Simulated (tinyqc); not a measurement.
# Internal photoemission over an interface barrier, step by step

Numbers from tinyqc (`OMP_NUM_THREADS=1 python tinyqc.py 2410011 2410012 out.jsonl`; about 0.01 s on one thread of a shared Intel Xeon 2.30GHz). Printed values are rounded.

Electrons are excited from a metal over the barrier Phi(F) = P0 - sqrt(q F/(4 pi eps0 ei)), whose top lies at xm = sqrt(q/(16 pi eps0 ei F)). The yield is Y = A (hv - Phi)^p exp(-xm/l), with A = 1 here.

Parameters, values chosen for the exercise; dielectric values close to those of silicon dioxide: barrier at zero field P0 = 2.85 eV; image-force permittivity ei = 2.26; scattering length in the image well l = 4.9 nm; field in the dielectric F = 2.1 MV/cm.

Constants: q = 1.602176634e-19 C, h = 6.62607015e-34 J s, c = 299792458 m/s, eps0 = 8.8541878128e-14 F/cm where lengths are in cm. Results are converted to the units shown.

## Barrier in the field

Lowering P0 - Phi, barrier, position of its top, scattering factor and threshold wavelength.

lowering = 365.790 meV
Phi = 2.48421 eV
xm = 0.870928 nm
exp(-xm/l) = 0.837160
threshold wavelength h c/(q Phi) = 499.089 nm

## Threshold from a spectrum

| point | hv (eV) | Y |
|---|---|---|
| 0 | 2.63 | 0.0177 |
| 1 | 2.76 | 0.06316 |
| 2 | 2.89 | 0.1389 |
| 3 | 3.02 | 0.2396 |
| 4 | 3.15 | 0.3759 |
| 5 | 3.28 | 0.5225 |

The yields were made at this field with a scatter of 1 %. Fit Y^(1/n) on hv by least squares for n = 2 and n = 3; the zero of the line is the threshold.

| point | Y^(1/2) | Y^(1/3) |
|---|---|---|
| 0 | 0.133041 | 0.260610 |
| 1 | 0.251317 | 0.398242 |
| 2 | 0.372693 | 0.517886 |
| 3 | 0.489490 | 0.621101 |
| 4 | 0.613107 | 0.721701 |
| 5 | 0.722842 | 0.805432 |

threshold for n = 2 = 2.48323 eV
threshold for n = 3 = 2.29106 eV

The right exponent, 2, gives 2.483 eV against Phi = 2.484 eV; the wrong one is off by -193 meV.
